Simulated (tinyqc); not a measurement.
# Resistance of a tapered via with liner, size effect and interface: several studies

A round via whose diameter grows from db at the bottom as D(z) = db + 2 z/tan(ang). The fill, of diameter D - 2 tl, starts above the bottom liner (thickness fb tl) and has rho = rho0 (1 + ks lam/(D - 2 tl)); the sidewall liner conducts in parallel with it. The bottom liner and the interface are crossed over the full area pi db^2/4. Spreading in the lines above and below is left out.

Parameters, values chosen for the exercise; fill metal close to cobalt: diameter at the bottom db = 26 nm; height hv = 100 nm; sidewall angle ang = 85 degrees; bulk resistivity of the fill rho0 = 6.02 uohm cm; mean free path of the fill lam = 11.8 nm; size-effect factor ks = 1.2; liner on the sidewall tl = 1 nm; liner at the bottom over that on the sidewall fb = 1; resistivity of the liner rl = 220 uohm cm; interface resistivity at the bottom ri = 4.3e-12 ohm cm^2; ballistic conductance per area, about 3/(4 rho0 lam) Sb = 1e15 S/m^2; bulk resistivity of the second fill (close to ruthenium) rho2 = 8 uohm cm; its mean free path lam2 = 6.56 nm; its liner tl2 = 0.5 nm.

Each table varies one quantity; the others keep the values above.

## Via resistance against the diameter at the bottom

Slices between z0 = fb tl and hv, evaluated at their midpoints: conductance per length pi/4 [(D - 2 tl)^2/rho + (D^2 - (D - 2 tl)^2)/rl], slice resistance = slice height over that. 2000 slices. R_fill = sum of the slices; R_bottom = rl fb tl/(pi db^2/4); R_interface = ri/(pi db^2/4); ballistic (Sharvin) limit 1/(Sb pi (db - 2 tl)^2/4); ideal cylinder rho0 hv/(pi db^2/4).

Via resistance against the diameter at the bottom:

| db (nm) | R_fill (ohm) | R_bottom (ohm) | R_interface (ohm) | R (ohm) | ballistic limit (ohm) | R over ideal cylinder | largest part |
|---|---|---|---|---|---|---|---|
| 6 | 239.05 | 77.809 | 15.208 | 332.07 | 79.577 | 1.5596 | fill |
| 8.3 | 113.96 | 40.661 | 7.9474 | 162.56 | 32.080 | 1.4611 | fill |
| 11 | 62.422 | 23.150 | 4.5247 | 90.097 | 15.719 | 1.4223 | fill |
| 16 | 28.995 | 10.942 | 2.1386 | 42.076 | 6.4961 | 1.4053 | fill |
| 22 | 15.339 | 5.7875 | 1.1312 | 22.258 | 3.1831 | 1.4055 | fill |
| 30 | 8.2900 | 3.1124 | 0.60833 | 12.011 | 1.6240 | 1.4103 | fill |
| 42 | 4.2553 | 1.5879 | 0.31037 | 6.1536 | 0.79577 | 1.4162 | fill |
| 58 | 2.2418 | 0.83268 | 0.16275 | 3.2372 | 0.40601 | 1.4208 | fill |
| 80 | 1.1821 | 0.43768 | 0.085546 | 1.7053 | 0.20928 | 1.4239 | fill |

What does the comparison show?

R falls from 332 to 1.71 ohm. The fill is the largest part at db = 6 and in all other rows. R goes as db^(-2.20) between the first two rows and db^(-1.99) between the last two; area alone gives -2.

## Via resistance against the interface resistivity at the bottom

Same model as above.

2000 slices.

The same in every row: R_fill (ohm) = 11.01; R_bottom (ohm) = 4.144; ballistic limit (ohm) = 2.210.

Via resistance against the interface resistivity at the bottom:

| ri (ohm cm^2) | R_interface (ohm) | R (ohm) | R over ideal cylinder | largest part |
|---|---|---|---|---|
| 2e-13 | 0.03767 | 15.19 | 1.340 | fill |
| 5e-13 | 0.09417 | 15.25 | 1.345 | fill |
| 1e-12 | 0.1883 | 15.34 | 1.353 | fill |
| 2e-12 | 0.3767 | 15.53 | 1.370 | fill |
| 6e-12 | 1.130 | 16.28 | 1.436 | fill |
| 1e-11 | 1.883 | 17.04 | 1.502 | fill |
| 3e-11 | 5.650 | 20.80 | 1.835 | fill |

What does the comparison show?

R rises from 15.2 to 20.8 ohm. The fill is the largest part at ri = 2e-13 and in all other rows. The share of the two bottom terms goes from 27.5 to 47.1 %.

## Two fill metals against the diameter

2000 slices. R_fill = sum of the slices; R_bottom = rl fb tl/(pi db^2/4); R_interface = ri/(pi db^2/4). The second fill has rho2, lam2 and tl2 in place of rho0, lam and tl.

Two fill metals against the diameter:

| db (nm) | R, first fill (ohm) | R, second fill (ohm) | ratio second/first |
|---|---|---|---|
| 6 | 332.07 | 223.08 | 0.67179 |
| 8.5 | 154.52 | 115.47 | 0.74729 |
| 12 | 75.356 | 61.070 | 0.81042 |
| 17 | 37.255 | 32.237 | 0.86531 |
| 24 | 18.718 | 17.079 | 0.91245 |
| 35 | 8.8415 | 8.4569 | 0.95650 |
| 49 | 4.5286 | 4.4804 | 0.98936 |
| 70 | 2.2256 | 2.2654 | 1.0179 |
| 100 | 1.0925 | 1.1366 | 1.0404 |

The ratio goes from 0.672 to 1.04. The two fills give the same R at db = 55.5 nm; below it the second gives the lower R. Ratios within a few per cent of 1 are a tie, given that ballistic terms are left out.

Computed by the program tinyqc: `OMP_NUM_THREADS=1 python tinyqc.py 2750074 2750075 out.jsonl`, one thread of a shared Intel Xeon 2.30GHz, about 0.01 s for the whole run.
